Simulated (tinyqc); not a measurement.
Transfer between valleys with temperature: electrons shared among three sets of ellipsoidal valleys.

F_j(eta) = (1/Gamma(j + 1)) integral_0^infinity x^j dx/(1 + exp(x - eta)), which tends to exp(eta) for eta << 0.

Sets Delta2, Delta4, L: N_i = M_i times N = 2 (m kB T/(4 pi c))^(3/2) with c = hbar^2/2m0, in 1/angstrom^3; times 1e24 for 1/cm^3, m = (ml mt^2)^(1/3); n = sum_i N_i F_1/2((EF - dE_i)/kT), energies from the edge of the first set; mu_drift = sum of share times mobility.

Constants: hbar^2/2m0 = 3.80998211 eV angstrom^2; kB = 8.617333262e-05 eV/K.

Values chosen for the exercise (masses and offsets near those of Si; mobilities are free inputs, held fixed; the results hold for these values, not for the real material):
```
symbol  value                     unit        meaning
dE      (0, 0.054, 0.918)         eV          edges of Delta2, Delta4, L above the first, the first two split by strain
M       (2, 4, 4)                             valleys in each set
ml      (0.878, 0.878, 1.765)     m0          longitudinal masses of Delta2, Delta4, L
mt      (0.1981, 0.1981, 0.1145)  m0          transverse masses
mu      (1800, 1000, 430)         cm^2/(V s)  mobility of each set, for current in the plane normal to the Delta2 axis
n       3.4e+17                   1/cm^3      total electron density
```

Offsets, masses and mobilities are held fixed; n is fixed too, so the high values of T stand for hot electrons, not for the lattice.

Populations:
```
T (K)  EF (eV)  share Delta2  share Delta4  share L  mu_drift
77     -0.0078        0.9994        0.0006   0.0000      1799
150    -0.0293        0.9692        0.0308   0.0000      1775
300    -0.0911        0.8001        0.1999   0.0000      1640
450    -0.1675        0.6673        0.3327   0.0000      1534
600    -0.2524        0.5865        0.4135   0.0000      1469
900    -0.4381        0.5006        0.4994   0.0000      1400
1200   -0.6382        0.4572        0.5426   0.0001      1366
2000   -1.2168        0.4048        0.5919   0.0032      1322
```

The share of Delta2 goes from 0.999 to 0.405 and the mean mobility from 1799 to 1322 cm^2/(V s). Delta2 and Delta4 hold equal numbers between T = 900 and 1200 K. The share of L is at most 0.0032.

Run: tinyqc, `OMP_NUM_THREADS=1 python tinyqc.py 1651314 1651315 out.jsonl`; Intel(R) Xeon(R) Processor @ 2.30GHz, one thread, shared host; about 0.01 s of CPU time with all checks.
